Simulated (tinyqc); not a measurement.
Worked calculation: sp3 tight binding, zinc-blende lattice. One step of it, computed by the program tinyqc.

Problem. Bloch Hamiltonian at k. Slater-Koster rules over the four bonds with direction cosines (l, m, n): ss V_ss; s-px l V_sp; px-s -l V_sp; px-px l^2 V_pps + (1 - l^2) V_ppp; px-py l m (V_pps - V_ppp); each times exp(i k.d).

Parameters chosen for this model: zinc-blende lattice, anion at 0, cation at a/4 (1,1,1); V = eta hbar^2 / (m d^2), hbar^2/m = 7.619964 eV angstrom^2:
```
parameter          value      unit
a               5.610000  angstrom
d               2.429201  angstrom
Es anion      -13.980000        eV
Ep anion       -7.510000        eV
Es cation     -10.810000        eV
Ep cation      -5.850000        eV
eta ss         -1.250000
eta sp          1.730000
eta pp sigma    2.300000
eta pp pi      -0.720000
V ss           -1.614120        eV
V sp            2.233943        eV
V pp sigma      2.969982        eV
V pp pi        -0.929733        eV
```

k point k (2 pi / a): [0.410000, 0.490000, 0.490000]

Give: H(k) at k.

Solution.

H(k) at k (eV), order a s, a px, a py, a pz, c s, c px, c py, c pz:
$$\begin{pmatrix}
-13.9800 & 0.0000 & 0.0000 & 0.0000 & -2.6627+1.8774i & -1.9980+1.5975i & -1.5480+2.0618i & -1.5480+2.0618i \\
0.0000 & -7.5100 & 0.0000 & 0.0000 & 1.9980-1.5975i & 0.6106-0.4306i & -1.5602+2.0780i & -1.5602+2.0780i \\
0.0000 & 0.0000 & -7.5100 & 0.0000 & 1.5480-2.0618i & -1.5602+2.0780i & 0.6106-0.4306i & -2.0137+1.6100i \\
0.0000 & 0.0000 & 0.0000 & -7.5100 & 1.5480-2.0618i & -1.5602+2.0780i & -2.0137+1.6100i & 0.6106-0.4306i \\
-2.6627-1.8774i & 1.9980+1.5975i & 1.5480+2.0618i & 1.5480+2.0618i & -10.8100 & 0.0000 & 0.0000 & 0.0000 \\
-1.9980-1.5975i & 0.6106+0.4306i & -1.5602-2.0780i & -1.5602-2.0780i & 0.0000 & -5.8500 & 0.0000 & 0.0000 \\
-1.5480-2.0618i & -1.5602-2.0780i & 0.6106+0.4306i & -2.0137-1.6100i & 0.0000 & 0.0000 & -5.8500 & 0.0000 \\
-1.5480-2.0618i & -1.5602-2.0780i & -2.0137-1.6100i & 0.6106+0.4306i & 0.0000 & 0.0000 & 0.0000 & -5.8500
\end{pmatrix}$$
